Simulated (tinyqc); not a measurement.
Strained quantum well: band edges, subbands and transparency: one step. Strained band edges and offsets.

Growth on (001), barriers unstrained: tr(e) = e (2 - nu2), Z = b e (1 + nu2); Ec = Ev + Eg + ac tr(e), E_HH = Ev + av tr(e) + Z, E_LH = Ev + av tr(e) - Z (coupling to the split-off band left out).

Parameters, chosen for this exercise (near those of an InGaAs/AlGaAs well; shifted at random, so the results belong to these values and not to a real crystal):
- e = -0.0204 (strain in the plane)
- nu2 = 0.962 (2 C12/C11)
- Eg = 1.009 eV (unstrained gap of the well)
- Ev = -0.739 eV (its valence edge)
- ac = -6.56 eV
- av = 1.11 eV (Ev moves by av tr(e))
- b = -1.94 eV (shear potential)
- Egb = 1.674 eV (gap of the barrier)
- Evb = -0.905 eV (its valence edge)

Question. Give tr(e), Z, the edges Ec, E_HH, E_LH and the well depths against the barrier.

Give: tr(e); Z; Ec, E_HH, E_LH; depths for e, HH, LH.

Answer.

tr(e) = -0.02118
Z = 0.0776 eV

Ec, E_HH, E_LH (eV): [0.4089, -0.6849, -0.8402]

depths for e, HH, LH (eV): [0.3601, 0.2201, 0.0648]

The well is under compression, which puts HH on top, by 155 meV; the gap becomes 1.0938 eV, +85 meV from the unstrained one.

tinyqc: `OMP_NUM_THREADS=1 python tinyqc.py 1282779 1282780 out.jsonl`; about 0.01 s, one thread, shared Intel(R) Xeon(R) Processor @ 2.30GHz.
